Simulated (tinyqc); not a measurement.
Inside a calculation. Model: electron mobility in a silicon inversion layer, empirical terms and Matthiessen rule.

Computed by the program tinyqc: `OMP_NUM_THREADS=1 python tinyqc.py 2510002 2510003 out.jsonl`, one thread of a shared Intel Xeon 2.30GHz, about 0.01 s for the whole run. Printed values are rounded.

Inversion layer of sheet density Ns on a uniformly doped body. The mobility terms are empirical power laws with prefactors chosen for the exercise; adding their inverses (Matthiessen) is itself an approximation.

Parameters, values chosen for the exercise; material values close to those of silicon: temperature T = 325 K; band gap Eg = 1.11 eV; relative permittivity of the semiconductor eps_r = 11.6; conduction-band density of states at T Nc = 3.11e19 cm^-3; valence-band density of states at T Nv = 2.98e19 cm^-3; body doping Nb = 1.7e18 cm^-3; reverse body bias Vsb = 0 V; weight of the inversion charge in the effective field eta = 0.5; gate capacitance Cox = 0.94 uF/cm^2; phonon-limited mobility at 1 MV/cm and 300 K Ap = 458 cm^2/(V s); roughness-limited mobility at 1 MV/cm As = 812 cm^2/(V s); exponent of the roughness term gs = 2; Coulomb prefactor Ac = 1700 cm^2/(V s); charge at the interface Nit = 2.1e11 cm^-2; inversion density Ns = 1.7e12 cm^-2; ratio W/L WL = 1; drain voltage Vd = 0.02 V; measured linear current I = 0.583 uA.

Constants: q = 1.602176634e-19 C, kB = 1.380649e-23 J/K, Vt = kB T/q, eps0 = 8.8541878128e-14 F/cm where lengths are in cm. Results are converted to the units shown.

## Depletion charge and effective field

ni = sqrt(Nc Nv) exp(-Eg/(2 Vt)), Eg in volts; Ndep = sqrt(2 eps0 eps_r Nb (2 Vt ln(Nb/ni) + Vsb)/q); E = q (Ndep + eta Ns)/(eps0 eps_r), in MV/cm.

ni = 7.535254e10 cm^-3
Ndep = 4.546542e12 cm^-2
E = 0.8418200 MV/cm

The depletion charge gives 84.2 % of the field.

## Mobility terms and their sum

With t = T/(300 K): muC = Ac (Ns/1e12 cm^-2) t/(Nb/1e17 cm^-3 + Nit/1e11 cm^-2), muP = Ap E^(-1/3) t^(-1.75), muS = As E^(-gs); 1/mu is the sum of the inverses.

terms (cm^2/(V s)): Coulomb 163.9180, phonon 421.6564, roughness 1145.823
mu = 107.0097 cm^2/(V s)
shares of 1/mu (%): Coulomb 65.28247, phonon 25.37841, roughness 9.339114

The Coulomb term limits most.

## Iteration 1: inversion density for the measured current

Ns at the start = 2.6e12 cm^-2

I = (W/L) q Ns mu Vd. E = q (Ndep + eta Ns)/(eps0 eps_r) in MV/cm. With t = T/(300 K): muC = Ac (Ns/1e12 cm^-2) t/(Nb/1e17 cm^-3 + Nit/1e11 cm^-2), muP = Ap E^(-1/3) t^(-1.75), muS = As E^(-gs); 1/mu is the sum of the inverses. Ns(new) = I/((W/L) q mu Vd).

E = 0.9120167 MV/cm
mu = 134.2465 cm^2/(V s)
Ns after iteration 1 = 1.355268e12 cm^-2

## Iteration 2: inversion density for the measured current

As before.

E = 0.8149322 MV/cm
mu = 92.45268 cm^2/(V s)
Ns after iteration 2 = 1.967925e12 cm^-2

## Course of the iteration: inversion density for the measured current

Stop when Ns changes by less than 1e5 cm^-2, or after 15 iterations.

Course of the iteration:
```
iteration   Ns (cm^-2)  |change| (cm^-2)
1          1.355268e12           1.24e12
2          1.967925e12           6.13e11
3          1.560627e12           4.07e11
4          1.793404e12           2.33e11
5          1.646413e12           1.47e11
6          1.734058e12           8.76e10
7          1.679877e12           5.42e10
8          1.712656e12           3.28e10
9          1.692559e12           2.01e10
10         1.704781e12           1.22e10
11         1.697311e12            7.47e9
12         1.701863e12            4.55e9
13         1.699084e12            2.78e9
14         1.700779e12            1.69e9
15         1.699745e12            1.03e9
```

Not converged within 15 iterations. The value swings about the solution and each change is still 0.61 times the one before. Near the solution, 1.700e12 cm^-2, d ln Ns(new)/d ln Ns = -d ln mu/d ln Ns = -0.610, which sets the rate. A rerun with the update Ns (Ns(new)/Ns)^(1/(1 - s)), s = -0.610, converges in 4 iterations.

## Split C-V extraction

```
point  Vg (V)  Cgc (uF/cm^2)        I (uA)
0           0    9.929460e-5  1.274313e-10
1        0.05    4.565131e-4   2.694559e-9
2         0.1    0.002095982   5.689503e-8
3        0.15    0.009563319   1.193440e-6
4         0.2     0.04243092   2.430337e-5
5        0.25      0.1678778   4.374126e-4
6         0.3           0.47   0.005290071
7        0.35      0.7721222    0.03098538
8         0.4      0.8975691    0.09353177
9        0.45      0.9304367     0.1907874
10        0.5      0.9379040     0.3145665
11       0.55      0.9395435     0.4581133
12        0.6      0.9399007     0.6163537
```

Q(Vg) is the trapezoid sum of Cgc from the first point (where Q is taken as 0); mu_eff = I/((W/L) Q Vd); mu_FE = (dI/dVg)/((W/L) Cox Vd) with a backward difference. Listed from point 4 on.

```
point  Q (uC/cm^2)  mu_eff (cm^2/(V s))  mu_FE (cm^2/(V s))
4      0.001669046            0.7280616          0.02458503
5      0.006926764             3.157410           0.4394779
6       0.02287371             11.56365            5.162402
7       0.05392676             28.72913            27.33544
8       0.09566905             48.88299            66.53871
9        0.1413692             67.47842            103.4634
10       0.1880777             83.62675            131.6800
11       0.2350139             97.46515            152.7093
12           0.282             109.2826            168.3408
```

At the last point mu_FE is 54 % above mu_eff.
